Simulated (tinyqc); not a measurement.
# Worked calculation: resistance of a source-drain extension with a graded tip

Numbers from tinyqc (`OMP_NUM_THREADS=1 python tinyqc.py 2282073 2282074 out.jsonl`; about 0.03 s on one thread of a shared Intel Xeon 2.30GHz). Printed values are rounded.

y runs along the channel, the gate covers y > 0. The doping is N0 for y < y0 and N0 10^(-(y - y0)/la) beyond, uniform over the depth xj. Sheet conductance s(y) = q mu(N) max(N - Nch, 0) xj + (for y > 0) ma Cox Vo, with mu(N) = u0 + (u1 - u0)/(1 + (N/Nr)^au) and Cox = eps0 eox/tox. Current is taken as one-dimensional; depletion of the tip, spreading and the contact are left out. The metallurgical junction lies at yj, where N = Nch.

Inputs (values chosen for the exercise); mobility law close to that of electrons in silicon: relative permittivity of the gate insulator (close to silicon dioxide) eox = 3.9; insulator thickness tox = 4 nm; active doping of the extension far from the gate N0 = 8.1e19 cm^-3; lateral abruptness la = 5.6 nm/decade; position under the gate where the fall begins (gate edge at 0) y0 = 1.5 nm; depth of the extension xj = 12 nm; channel doping Nch = 9.8e17 cm^-3; gate overdrive Vo = 0.48 V; mobility of the gate-induced layer ma = 190 cm^2/(V s); mobility at low doping u1 = 1414 cm^2/(V s); mobility at high doping u0 = 68.5 cm^2/(V s); reference doping Nr = 9.2e16 cm^-3; exponent au = 0.711; gate length Lg = 60 nm.

Constants: q = 1.602176634e-19 C, eps0 = 8.8541878128e-14 F/cm where lengths are in cm. Results are converted to the units shown.

## Sheet resistances and junction position

yj = y0 + la log10(N0/Nch); sheet resistance of the full extension 1/[q mu(N0)(N0 - Nch) xj] and of the gate-induced layer 1/(ma Cox Vo); metallurgical length Lg - 2 yj; ye is where the doped and the gate-induced conductances are equal.

yj = 12.23665 nm
sheet resistance of the extension = 820.1033 ohm/square
sheet resistance of the induced layer = 12701.41 ohm/square
metallurgical length = 35.52670 nm
ye = 9.142888 nm
N at ye = 3.496903e18 cm^-3

The gate takes over 3.09 nm before the junction, where N is still 3.57 times the channel doping.

## Resistance of the overlapped part

Midpoint rule on 8 equal steps from 0 to yj: R_ov = sum h/s(y), per width.

```
point,y (nm),N (cm^-3),doped conductance (uS),sheet resistance (ohm/square)
0,0.7647906,8.1e19,1219.359,770.3626
1,2.294372,5.842960e19,906.1757,1015.324
2,3.823953,3.115253e19,519.5253,1671.523
3,5.353534,1.660940e19,303.9293,2613.281
4,6.883116,8.855526e18,179.9753,3865.380
5,8.412697,4.721444e18,104.7577,5449.913
6,9.942278,2.517302e18,54.78180,7489.894
7,11.47186,1.342134e18,16.89807,10457.02
```

R_ov = 50.985 ohm um

The exact integral is 51.290 ohm um; the coarse sum is 0.59 % below it.
